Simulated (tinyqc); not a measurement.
Thin-film optics by transfer matrices: one step. Layer matrices and their product. Four cases, with inputs chosen for the exercise.

Question. Form each matrix and multiply from the top down.

Indices N = n + i k. Snell: N0 sin(theta) = N_j sin(theta_j), with Im(N_j cos theta_j) >= 0. Admittance y_j = N_j cos theta_j for s and N_j/cos theta_j for p. Phase delta_j = 2 pi N_j cos theta_j d_j/lambda. Layer matrix [[cos delta, -i sin delta/y], [-i y sin delta, cos delta]], multiplied from the top down to M. (B, C) = M (1, y_sub); r = (y0 B - C)/(y0 B + C), R = |r|^2, T = 4 Re y0 Re y_sub/|y0 B + C|^2, absorbed in the films 1 - R - T.

Case 1.

y_j: ambient 1.000000, film 1 1.610000, film 2 1.469000, substrate 1.354000+7.476000i

delta_j (rad): film 1 1.981635, film 2 0.249341

Case 2.

y_j: ambient 2.366202, film 1 1.048328+2.059488i, film 2 1.936415, substrate 1.341227+2.759916i

delta_j (rad): film 1 0.399520+1.014471i, film 2 14.785622

Case 3.

y_j: ambient 0.422618, film 1 2.664784+0.661516i, film 2 1.241360, substrate 0.844567+2.977600i

delta_j (rad): film 1 1.882540+0.467329i, film 2 10.103234

Case 4.

y_j: ambient 1.154701, film 1 1.694689, film 2 1.548433, substrate 3.942366+0.020822i

delta_j (rad): film 1 12.662583, film 2 1.436543

Give: matrix of film 1; matrix of film 2; M.

Answer.

Case 1.

matrix of film 1:
```
[[-0.3994, -0.5694i],
 [-1.4760i, -0.3994]]
```

matrix of film 2:
```
[[0.9691, -0.1680i],
 [-0.3625i, 0.9691]]
```

M:
```
[[-0.5934, -0.4847i],
 [-1.2856i, -0.6350]]
```

Case 2.

matrix of film 1:
```
[[1.4374-0.4659i, -0.0175-0.5446i],
 [2.4066+1.6361i, 1.4374-0.4659i]]
```

matrix of film 2:
```
[[-0.6040, -0.4116i],
 [-1.5434i, -0.6040]]
```

M:
```
[[-1.7087+0.3083i, -0.1812-0.2627i],
 [-2.1724-3.2065i, -0.1947-0.7092i]]
```

Case 3.

matrix of film 1:
```
[[-0.3408-0.4612i, -0.1453-0.3608i],
 [0.3036-2.9167i, -0.3408-0.4612i]]
```

matrix of film 2:
```
[[-0.7785, 0.5056i],
 [0.7791i, -0.7785]]
```

M:
```
[[0.5464+0.2458i, 0.3463+0.1086i],
 [0.1229+2.0052i, 1.7399+0.5125i]]
```

Case 4.

matrix of film 1:
```
[[0.9954, -0.0567i],
 [-0.1628i, 0.9954]]
```

matrix of film 2:
```
[[0.1339, -0.6400i],
 [-1.5345i, 0.1339]]
```

M:
```
[[0.0462, -0.6446i],
 [-1.5492i, 0.0290]]
```

Each matrix has determinant 1, and so has M.

Computed by tinyqc, one run a case: `OMP_NUM_THREADS=1 python tinyqc.py N N+1 out.jsonl` with N = 1650556, 1650921, 1651036, 1651342; one thread of a shared Intel(R) Xeon(R) Processor @ 2.30GHz, about 0.01 s a run at most.
